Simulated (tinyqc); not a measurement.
Strength against creep resistance: grain growth, pinning, strength and diffusional creep of a polycrystal or thin film. Computed by tinyqc, a small Python program. Command: `OMP_NUM_THREADS=1 python tinyqc.py 3016948 3016949 out.jsonl grain walk`. One thread of a shared host (Intel(R) Xeon(R) Processor @ 2.30GHz), about 0.01 s of CPU time with the checks.

One mean grain size d describes the structure.

Inputs (values chosen for the exercise, modelled on nickel): atomic volume Omega = 10.94 angstrom^3; boundary energy gamma = 0.8 J/m^2; mobility prefactor M0 = 6.8e-07 m^4/(J s); activation energy of boundary motion Q_m = 1.52 eV; anneal temperature T = 765 K; anneal time t = 140 s; initial grain size d0 = 44 nm; particle volume fraction f = 0.012; particle radius r = 1.8 nm; film thickness h = 77 nm; surface energy gamma_s = 2.9 J/m^2; Hall-Petch slope k_y = 0.14 MPa m^0.5; lattice diffusion energy Q_l = 2.79 eV; boundary diffusion energy Q_b = 1.15 eV; lattice prefactor D0 = 0.00016 m^2/s; boundary prefactor delta D0b = 8.5e-15 m^3/s; applied stress sigma = 41 MPa; service temperature T_c = 587 K.

Sample: thin film on a substrate.

Constants: k_B = 8.617333262e-05 eV/K; k_B = 1.380649e-23 J/K.

Method:
- M = M0 exp(-Q_m/(k_B T)). The driving pressure is 2 gamma/d. Zener pinning pressure 3 f gamma/(2 r) stops growth at d_Z = 4 r/(3 f). Grooves where boundaries meet the surface have the angle theta = arcsin(gamma/(2 gamma_s)) and are taken to stop growth at d_h = h/(2 theta), a few film thicknesses; the limit is 1/d_lim = 1/d_Z + 1/d_h.
- dd/dt = 2 M gamma (1/d - 1/d_lim) integrates to 2 M gamma t = d_lim (d0 - d) + d_lim^2 ln[(d_lim - d0)/(d_lim - d)]; without pinning d^2 = d0^2 + 4 M gamma t.
- Nabarro-Herring rate = 14 sigma Omega D_l/(k_B T d^2), D_l = D0 exp(-Q_l/(k_B T)); Coble rate = 14 pi sigma Omega delta D_b/(k_B T d^3), delta D_b = delta D0b exp(-Q_b/(k_B T)); they are equal at d_x = pi delta D_b/D_l.
- Hall-Petch term k_y/sqrt(d).

crossover size d_x = 2.00872e+10 micrometre

At T_c and sigma:
```
d (nm)  Hall-Petch term (MPa)  Nabarro-Herring (1/s)  Coble (1/s)  time to 1 % (s)
30                     808.29             1.5315e-13   1.0254e-01       9.7519e-02
100                    442.72             1.3783e-14   2.7687e-03       3.6118e+00
300                    255.60             1.5315e-15   1.0254e-04       9.7519e+01
1000                   140.00             1.3783e-16   2.7687e-06       3.6118e+03
3000                    80.83             1.5315e-17   1.0254e-07       9.7519e+04
10000                   44.27             1.3783e-18   2.7687e-09       3.6118e+06
100000                  14.00             1.3783e-20   2.7687e-12       3.6118e+09
```

From 100 micrometre to 30 nm grains the Hall-Petch term grows 58 times, while the time to 1 % strain shrinks by 10.6 decades. Coble creep rules in 7 of the seven rows (d_x is a millimetre or more). Fine grains resist slip but creep fast. The Hall-Petch value at 30 nm is at the edge of that law, and in a film grains much larger than h lose atoms to the surfaces instead.

Extremes, crossings and ranges named in words are read from the listed rows.
